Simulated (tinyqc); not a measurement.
Inside a calculation. Method: extended Hueckel theory, for H4-. The parameters take no account of the charge, which enters only through the electron count, and nothing here shows that the anion is bound. One step of it, computed by the program tinyqc.

Question. Mulliken analysis. P = C n C^T; charge = valence electrons (H 1) minus the sum of (P S)_ii on the atom; overlap population = 2 sum P_ij S_ij between two atoms.

coefficients, order 1H 1s, 2H 1s, 3H 1s, 4H 1s:
```
[[0.328478, 0.558766, 0.644664, 0.943689],
 [0.328478, 0.558766, -0.644664, -0.943689],
 [0.328478, -0.558766, 0.644664, -0.943689],
 [0.328478, -0.558766, -0.644664, 0.943689]]
```

occupations: [2.000000, 2.000000, 1.000000, 0.000000]

overlap S, order 1H 1s, 2H 1s, 3H 1s, 4H 1s:
```
[[1.000000, 0.558861, 0.459277, 0.298864],
 [0.558861, 1.000000, 0.298864, 0.459277],
 [0.459277, 0.298864, 1.000000, 0.558861],
 [0.298864, 0.459277, 0.558861, 1.000000]]
```

Give: charges; Overlap populations.

Answer.

charges: [-0.2500, -0.2500, -0.2500, -0.2500]

Overlap populations:
```
pair      value
2-1    0.474633
3-1    0.006383
3-2   -0.492668
4-1   -0.492668
4-2    0.006383
4-3    0.474633
```
